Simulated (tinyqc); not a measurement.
Fermi-level pinning from two metals.

Inverse problem. Cowley-Sze model with the space charge neglected: phiB = S (phiM - chi) + (1 - S)(Eg - phi0), S = 1/(1 + q Dit dl/(eps0 ei)), dl in cm. Find S, phi0 and Dit.

Parameters, values chosen for the exercise; band and dielectric values those of a made-up semiconductor:
- Eg = 2.74 eV (band gap)
- chi = 4.44 eV (electron affinity)
- dl = 0.6 nm (thickness of the interfacial layer)
- ei = 1 (relative permittivity of the interfacial layer)

Constants: q = 1.602176634e-19 C, eps0 = 8.8541878128e-14 F/cm where lengths are in cm. Results are converted to the units shown.

barriers for metals with phiM = 4.74 and 5.5 eV (eV): [1.7074468, 1.8030620]

Answer. S is the slope of phiB against phiM; either barrier then gives phi0, and S gives Dit.

S = 0.126
phi0 = 0.830 eV
Dit = 6.40e13 cm^-2 eV^-1

tinyqc, about 0.1 s, one thread, Intel Xeon 2.30GHz (shared host): `OMP_NUM_THREADS=1 python tinyqc.py 2020161 2020162 out.jsonl`
